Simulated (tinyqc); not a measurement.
Film and buried-oxide thickness from two coupling ratios.

Problem. In a depleted film -dVT/dVb is k1 = Cs Cbox/(Cox (Cs + Cbox)) for a front channel and k2 = Cbox (Cox + Cs)/(Cox Cs) for a back channel, with Cox = eps0 eox/tox, Cs = eps0 eps_r/ts, Cbox = 3.9 eps0/tb. Find ts and tb.

Values chosen for this exercise; band and dielectric values close to those of silicon: relative permittivity eps_r = 11.6; relative permittivity of the gate insulator (close to hafnium oxide) eox = 21.7; insulator thickness tox = 11 nm.

coupling ratios for a front and a back channel: [0.17008617, 0.52811622]

Answer. With y = Cox/Cs and z = Cox/Cbox, 1/k1 = y + z and k2 = (1 + y)/z, so y = (k2/k1 - 1)/(1 + k2); the thicknesses follow from y and z.

ts = 8.10 nm
tb = 8.90 nm

Program tinyqc, `OMP_NUM_THREADS=1 python tinyqc.py 2190002 2190003 out.jsonl`; Intel Xeon 2.30GHz, shared host, one thread, about 0.3 s.
